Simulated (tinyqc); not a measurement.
How many bands a k.p model needs: band 5 from Gamma to X: k.p theory built from an empirical-pseudopotential calculation at Gamma.

Empirical pseudopotential on the fcc lattice, atoms at +/- tau, tau = a (1,1,1)/8, no spin-orbit coupling. H(G,G') = c (2 pi/a)^2 |k + G|^2 delta + VS(q) cos(q.tau) + i VA(q) sin(q.tau), q = G - G', c = hbar^2/2m0; k and G in units of 2 pi/a; VS at |q|^2 = 3, 8, 11 and VA at 3, 4, 11, in rydberg, zero elsewhere. The basis is fixed: all 89 G with |G|^2 up to Gcut. Energies are counted from the fourth level at Gamma.

k.p in the lowest n states at Gamma: H_nm = (E_n + c k^2) delta + 2 c k.<n|G|m>, k in 1/angstrom; with all states of the basis it is exact.

Constants: hbar^2/2m0 = 3.80998211 eV angstrom^2; Ry = 13.60569312 eV.

Parameters, chosen for this exercise (near those of InAs; not measured data):
- a = 6.054 angstrom (lattice constant)
- VS = (-0.224, 0.001, 0.051) Ry (symmetric form factors)
- VA = (0.082, 0.05, 0.029) Ry (antisymmetric form factors)
- Gcut = 19 (2 pi/a)^2 (largest |G|^2 of the fixed basis)

Band 5 (counted from below) at k = f (1, 0, 0) 2 pi/a; n ends on whole multiplets.

Energies (eV):

| f | n = 8 | n = 15 | n = 27 | n = 89 (exact) |
|---|---|---|---|---|
| 0.000 | 0.599 | 0.599 | 0.599 | 0.599 |
| 0.125 | 1.384 | 1.342 | 1.340 | 1.340 |
| 0.250 | 2.547 | 2.313 | 2.306 | 2.304 |
| 0.375 | 3.866 | 3.084 | 3.070 | 3.065 |
| 0.500 | 5.328 | 2.958 | 2.919 | 2.910 |
| 0.625 | 6.361 | 2.676 | 2.609 | 2.596 |
| 0.750 | 7.132 | 2.507 | 2.400 | 2.381 |
| 0.875 | 8.040 | 2.470 | 2.307 | 2.279 |
| 1.000 | 9.088 | 2.525 | 2.305 | 2.258 |

What does the comparison show?

With n = 8 the band stays within 0.05 eV of the exact one up to f = 0.125 (error at X: +6.830 eV). With n = 15 the band stays within 0.05 eV of the exact one up to f = 0.500 (error at X: +0.267 eV). With n = 27 the band stays within 0.05 eV of the exact one over the whole line (error at X: +0.047 eV). A smaller basis can only raise a level. The exact band has its minimum on these points at f = 0.000; n = 8 puts it at f = 0.000.

Run: tinyqc, `OMP_NUM_THREADS=1 python tinyqc.py 1051434 1051435 out.jsonl`; Intel(R) Xeon(R) Processor @ 2.30GHz, one thread, shared host; about 0.5 s of CPU time with all checks.
